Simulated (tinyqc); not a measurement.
Inside a calculation. Method: Hubbard chain of 3 sites. One step of it, computed by the program tinyqc.

Task: Mean-field iteration 2. H(up) = T + U n(down), H(down) = T + U n(up); fill the lowest levels; n(new) = n + mixing (n(out) - n); E = tr T (rho up + rho down) + U sum n_up n_down of the output.

one-body matrix (hopping and site energies) (eV), order 1, 2, 3:
$$\begin{pmatrix}
0.000000 & -1.810000 & 0.000000 \\
-1.810000 & 0.000000 & -1.810000 \\
0.000000 & -1.810000 & 0.000000
\end{pmatrix}$$

U = 2.900000 eV

electrons, up and down: [2, 1]

mixing = 1

n(up) after iteration 1: 1 0.830450, 2 0.339100, 3 0.830450

n(down) after iteration 1: 1 0.169550, 2 0.660900, 3 0.169550

Give: levels, up; levels, down; energy; n(up) after iteration 2; n(down) after iteration 2.

Result:

levels, up (eV): [-1.453, 0.492, 3.861]

levels, down (eV): [-0.961, 2.408, 4.353]

energy = -3.392 eV

n(up) after iteration 2: 1 0.817, 2 0.366, 3 0.817

n(down) after iteration 2: 1 0.183, 2 0.634, 3 0.183
